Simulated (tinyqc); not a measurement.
Worked calculation: composition and strain of an epitaxial Si(1-x)Ge(x) layer from Raman and X-ray peaks. Computed by tinyqc, a small Python program that keeps every step. Command: `OMP_NUM_THREADS=1 python tinyqc.py 3027877 3027878 out.jsonl epiraman walk`. One thread of a shared host (Intel(R) Xeon(R) Processor @ 2.30GHz), about 0.01 s of CPU time with the checks. Intermediate numbers are printed to about 5 digits and carried at full precision; extremes and crossings named in words are read from the listed rows.

A (001) layer, biaxially strained in the plane. The Raman peaks follow empirical lines omega = w0 + c1 x + c3 x^3 + b eps (c3 for Si-Ge alone), with eps the in-plane strain.

Inputs (values chosen for the exercise, modelled on silicon-germanium):
```
quantity,value,unit
Ge fraction x,0.34,-
degree of relaxation R,0,-
lattice constant of Si,5.431,angstrom
lattice constant of Ge,5.658,angstrom
bowing B,0.026,angstrom
2 C12/C11 of Si,0.767,-
2 C12/C11 of Ge,0.752,-
Si-Si: w0,520.7,1/cm
Si-Si: c1,-67.1,1/cm
Si-Si: strain coefficient b,-751,1/cm
Si-Ge: w0,399.9,1/cm
Si-Ge: c1,25.4,1/cm
Si-Ge: c3,-35.6,1/cm
Si-Ge: strain coefficient b,-575,1/cm
Ge-Ge: w0,280.3,1/cm
Ge-Ge: c1,18.6,1/cm
Ge-Ge: strain coefficient b,-448,1/cm
uncertainty of a Raman peak,0.2,1/cm
X-ray wavelength,1.540598,angstrom
```

Substrate: silicon. Pair of peaks used: Si-Si and Ge-Ge.

## Lattice constants and strain

Relaxed lattice constant a(x) = a_Si + (a_Ge - a_Si) x - B x (1 - x). In-plane constant a_par = a_sub + R (a(x) - a_sub); eps = a_par/a(x) - 1; eps_perp = -(2 C12/C11) eps with 2 C12/C11 linear in x; a_perp = a(x) (1 + eps_perp).

relaxed constant a(x) = 5.5023 angstrom

substrate constant a_sub = 5.431 angstrom

a_par = 5.431 angstrom

in-plane strain eps = -12.966 per mille

strain along the normal = 9.8791 per mille

a_perp = 5.5567 angstrom

The layer is under compression in the plane and is stretched along the normal.

## Raman peaks

Insert x and eps in the three lines; the strain part is b eps.

Si-Si peak = 507.62 1/cm

Si-Ge peak = 414.59 1/cm

Ge-Ge peak = 292.43 1/cm

strain parts (1/cm): Si-Si 9.7378, Si-Ge 7.4557, Ge-Ge 5.8089

Read as unstrained, the Si-Si peak would give x = 0.195 in place of 0.34.

## X-ray (004) reflection

Bragg angle theta = arcsin(2 lambda/a) for (004), for the substrate with a_sub and the layer with a_perp; separation in arc seconds.

theta of the substrate = 34.565 degree

theta of the layer = 33.676 degree

separation, layer less substrate = -3197.7 arcsec

## Back from two peaks to composition and strain

Unknowns x and eps (per mille). Newton steps: J d = (measured - model), J = [d omega/dx, d omega/d eps] for the two peaks; start at x = 0.5, eps = 0; stop when |d| < 1e-9. The peaks are rounded to 0.001 per cm; R = (a(x)(1 + eps) - a_sub)/(a(x) - a_sub).

peaks used (1/cm): Si-Si 507.624, Ge-Ge 292.433

Iterations:
```
step,x,eps (per mille),residual 1 (1/cm),residual 2 (1/cm)
0,0.50000,0.000,20.474,2.833
1,0.34000,-12.967,0.000,0.000
```

recovered x = 0.34000

recovered eps = -12.967 per mille

recovered R = 0

## Which pair of peaks is best

For each pair invert J = [d omega/dx, d omega/d eps] at the true x. Independent errors of the given size in both peaks give sigma_x and sigma_eps = uncertainty x (norm of the rows of the inverse of J).

Error propagation:
```
pair,det J,sigma_x,sigma_eps (per mille)
Si-Si and Si-Ge,48.386,0.0039096,0.28255
Si-Si and Ge-Ge,44.0294,0.0039722,0.31629
Si-Ge and Ge-Ge,4.8468,0.030078,0.93767
```

The pair Si-Si and Si-Ge fixes x best (sigma_x = 0.0039) and Si-Ge and Ge-Ge worst (0.030), a factor 7.7. Strain moves all peaks the same way, so a good pair needs different ratios of composition slope to strain coefficient, best of opposite sign; the slopes here are -67.1, 13.1 and 18.6 per cm for Si-Si, Si-Ge and Ge-Ge. Errors in the coefficients themselves are not counted.

## Relaxation at fixed composition

(004) Bragg angle theta = arcsin(2 lambda/a), with a = a_perp for the layer and a_sub for the substrate; separation = layer less substrate. The apparent x is the one that a fully strained layer (R = 0) would need to give the same a_perp.

Signatures:
```
R,eps (per mille),Si-Si (1/cm),Ge-Ge (1/cm),a_perp (angstrom),(004) separation (arcsec),apparent x if R = 0 is assumed
0.00,-12.966,507.62,292.43,5.5567,-3197.7,0.34000
0.15,-11.021,506.16,291.56,5.5486,-2995.7,0.31873
0.30,-9.076,504.70,290.69,5.5404,-2792.9,0.29736
0.50,-6.483,502.75,289.53,5.5295,-2521.5,0.26870
0.70,-3.890,500.81,288.37,5.5187,-2248.7,0.23986
0.85,-1.945,499.35,287.50,5.5105,-2043.2,0.21810
1.00,0.000,497.89,286.62,5.5023,-1837.0,0.19623
```

Full relaxation moves the Si-Si peak by -9.74 per cm and shrinks the X-ray separation to 57 % of its strained value, about 1/(1 + 2 C12/C11). A symmetric reflection alone cannot part x from R: a relaxed layer read as strained gives x = 0.196 in place of 0.34. An asymmetric reflection or a second peak is needed.

Checks made by the program: recovered composition (relative difference 4e-06).
